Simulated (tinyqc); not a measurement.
Starting guesses with DIIS over 6 matrices: SCF starting guesses in the sto-3g basis, for Li, spin multiplicity 2. Computed by the program tinyqc with PySCF. UHF with one setting changed at a time; a run stops when the energy changes by less than 1e-09 hartree and the error matrix is below 1e-5. Starts: the lowest orbitals of the core Hamiltonian, of the Wolfsberg-Helmholz matrix (K = 1.75), projected atomic densities, random orbitals, and the highest orbitals of the core Hamiltonian (a deliberately bad start).

Geometry (angstrom):
```
atom       x       y       z
Li    0.0000  0.0000  0.0000
```

lowest solution found by these runs and by PySCF with stability checks = -7.315526 hartree

Largest element of the error matrix X^T (FDS - SDF) X:
```
iteration     core  Wolfsberg-Helmholz  atomic densities   random  highest core orbitals
1          1.2e-01             1.9e-02           3.1e-02  1.2e+00                0.0e+00
2          1.8e-02             2.7e-03           6.9e-02  1.4e-01                1.1e-01
3          4.8e-16             8.0e-05           4.6e-02  2.6e-02                1.1e-01
4          4.6e-16             4.1e-07           2.7e-15  1.9e-02                1.1e-01
5                -             1.6e-07           4.6e-16  4.2e-04                1.1e-01
6                -                   -                 -  3.2e-05                1.1e-01
8                -                   -                 -  4.5e-06                1.5e-02
10               -                   -                 -        -                1.9e-05
```

How each run ends:
```
run                    iterations  E (hartree)         state
core                            4     -7.31553  lowest found
Wolfsberg-Helmholz              5     -7.23016        higher
atomic densities                5     -7.31553  lowest found
random                          8     -7.31553  lowest found
highest core orbitals          11     -7.23016        higher
```

What does the comparison show, and why?

3 of 5 runs reach the lowest solution found, in 4 to 8 iterations (fastest: core). Ending on a higher stationary point: Wolfsberg-Helmholz, highest core orbitals; a small error matrix cannot reveal that, and an occupation fixed by the start is kept by symmetry or by the shape of the basin. The first errors are 1e-01, 2e-02, 3e-02, 1e+00, 0e+00; the deliberately bad start has the smallest one, so a small first error does not mark a good start.
